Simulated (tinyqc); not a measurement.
Double-gate transistor below threshold, two-dimensional Poisson equation on a small mesh: one step of the calculation.

Half of a symmetric double-gate structure: row 0 is the mid-plane of the body, where the normal field vanishes. Mobile charge is neglected (subthreshold), the body is fully depleted, and potentials are counted from the intrinsic level; rows run upward to the gate, columns from source to drain.

Task. Barrier, swing and barrier lowering. The barrier is read along row 0, the path farthest from the gate. Take the node j of lowest psi: barrier Vbi - psi_j; swing Vt ln 10/(d psi_j/dVg); DIBL = (d psi_j/dVd)/(d psi_j/dVg). The derivatives solve the same equations with s = 0 and a unit change of that voltage.

Parameters, values chosen for the exercise: temperature T = 273 K; potential of the source Vbi = 0.56 V.

Constants: q = 1.602176634e-19 C, kB = 1.380649e-23 J/K, Vt = kB T/q. Results are converted to the units shown.

converged psi (V):
```
	j=0	j=1	j=2	j=3	j=4	j=5	j=6
row 0	0.56000000	0.19516194	0.05529371	0.02990805	0.09298527	0.31120296	0.86000000
row 1	0.56000000	0.18960713	0.05246698	0.02772378	0.08915464	0.30304050	0.86000000
row 2	0.56000000	0.17253367	0.04408979	0.02128400	0.07779537	0.27793614	0.86000000
row 3	0.56000000	0.14266897	0.03049589	0.01092733	0.05934329	0.23397138	0.86000000
row 4	-0.05000000	-0.05000000	-0.05000000	-0.05000000	-0.05000000	-0.05000000	-0.05000000
```

d psi/dVg on row 0: j=0 0.00000000, j=1 0.60107572, j=2 0.83665856, j=3 0.89485783, j=4 0.83665856, j=5 0.60107572, j=6 0.00000000
d psi/dVd on row 0: j=0 0.0000000, j=1 0.0060604, j=2 0.0188515, j=3 0.0525711, j=4 0.1444900, j=5 0.3928638, j=6 1.0000000

Wanted: j; barrier; swing; DIBL.

Result.

j = 3
barrier = 0.5301 V
swing = 60.53 mV/decade
DIBL = 58.75 mV/V

Program tinyqc, `OMP_NUM_THREADS=1 python tinyqc.py 2480109 2480110 out.jsonl`; Intel Xeon 2.30GHz, shared host, one thread, about 0.2 s.
